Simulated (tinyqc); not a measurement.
Worked calculation: chemical-mechanical planarisation: Preston law, pattern density and step-height reduction. Computed by tinyqc, a small Python program that keeps every step. Command: `OMP_NUM_THREADS=1 python tinyqc.py 3031586 3031587 out.jsonl cmp walk`. One thread of a shared host (Intel(R) Xeon(R) Processor @ 2.30GHz), about 0.01 s of CPU time with the checks. Intermediate numbers are printed to about 7 digits and carried at full precision; extremes and crossings named in words are read from the listed rows.

A row of 8 cells, repeated periodically, holds raised features that cover a share rho of each cell.

Inputs (values chosen for the exercise, close to those used for copper polishing):
```
quantity                          value  unit
Preston coefficient K           1.2e-13  1/Pa
pressure P                           20   kPa
platen and carrier speed            110   rpm
distance between the centres         16    cm
initial step height h0              160    nm
contact height h_c                   25    nm
film above the raised areas z0      270    nm
cell size                           1.1    mm
planarisation length                2.4    mm
polish time t                        23     s
```

local pattern densities, cell by cell: 0.1  0.7  0.1  0.3  0.9  0.4  0.4  0.6

## Blanket rate

With equal rotation speeds the relative speed is uniform, v = omega r_c; Preston rate R0 = K P v.

relative speed v = 1.843068 m/s

blanket rate R0 = 4.423362 nm/s

## Effective density

The stiff pad averages the density: rho_eff(i) = sum_j w_ij rho_j / sum_j w_ij, w = exp(-2 d^2/L^2), L the planarisation length and d the distance between cell centres, summed over all periodic images of cell j.

normalised weights (images included) for cells 0, 1, 2, ... apart: 0.3656971  0.2402467  0.0681187  0.0083458  0.0008805

effective densities: 0.3895843  0.3765458  0.3536331  0.4295876  0.5422970  0.5221919  0.4630781  0.4230821

Local densities span 0.1 to 0.9, effective ones 0.354 to 0.542.

## State at time t

While h > h_c only raised areas polish, at R0/rho_eff, until t_c = rho_eff (h0 - h_c)/R0. After that h = h_c exp(-(t - t_c)/tau), tau = rho_eff h_c/R0; low areas polish at R0 (1 - h/h_c) and raised areas at R0 [1 + (1 - rho_eff) h/(rho_eff h_c)]. Removed from raised areas after t_c: h0 - h_c + R0 (t - t_c) + (1 - rho_eff)(h_c - h); from low areas: R0 (t - t_c) - rho_eff (h_c - h). Film left = z0 less the removal from raised areas.

Cells:
```
cell    rho_eff   t_c (s)  step h (nm)  removed, raised (nm)  removed, low (nm)  film left on raised areas (nm)
1     0.3895843  11.89002     0.160919              199.3056           39.46654                        70.69438
2     0.3765458  11.49209     0.112079              201.4201           41.53220                        68.57988
3     0.3536331  10.79280     0.055643              205.1201           45.17572                        64.87993
4     0.4295876  13.11091     0.425646              192.7605           33.18617                        77.23947
5     0.5422970  16.55078     3.048646              173.5744           16.62308                        96.42556
6     0.5221919  15.93718     2.283653              177.0955           19.37914                        92.90452
7     0.4630781  14.13304     0.844471              187.1914           28.03590                        82.80857
8     0.4230821  12.91237     0.367950              193.8319           34.19987                        76.16808
```

range of film left across the row = 31.54563 nm

largest remaining step = 3.048646 nm

thinnest film left = 64.87993 nm

8 of 8 cells have reached contact. The cell with the lowest rho_eff has lost the most film from its raised areas.

## Local against global planarity over time

Times are multiples of h0/R0; the range is the largest minus the smallest removal from raised areas.

Steps and range (nm):
```
multiple     t (s)  largest step  smallest step  range across the row  mean removal from raised areas
0.10       3.61716      130.4959       114.7554              15.74051                         37.3205
0.20       7.23432      100.9917        69.5107              31.48101                         74.6410
0.30      10.85147       71.4876        24.2768              47.21462                        111.9606
0.45      16.27721       27.2314         1.6078              41.61093                        156.8509
0.60      21.70295        4.6547         0.1065              32.24789                        185.2848
0.80      28.93726        0.4394         0.0029              30.38548                        217.9443
1.00      36.17158        0.0415         0.0001              30.20516                        249.9954
1.30      47.02305        0.0012         0.0000              30.18678                        297.9999
1.70      61.49168        0.0000         0.0000              30.18623                        362.0000
```

Local steps shrink to 0.01 nm or less, but the range across the row reaches up to 47.2 nm among these rows and ends at 30.2 nm, against the limit (largest - smallest rho_eff) h0 = 30.2 nm: once flat, all cells polish alike and the difference stays. Evener density (dummy fill), a longer planarisation length or a smaller initial step reduces it. Caution: in the last rows the removal passes z0 somewhere, so they describe a thicker film than the one given.

Checks made by the program: volume removed per cell equals R0 t (relative difference below 1e-10).
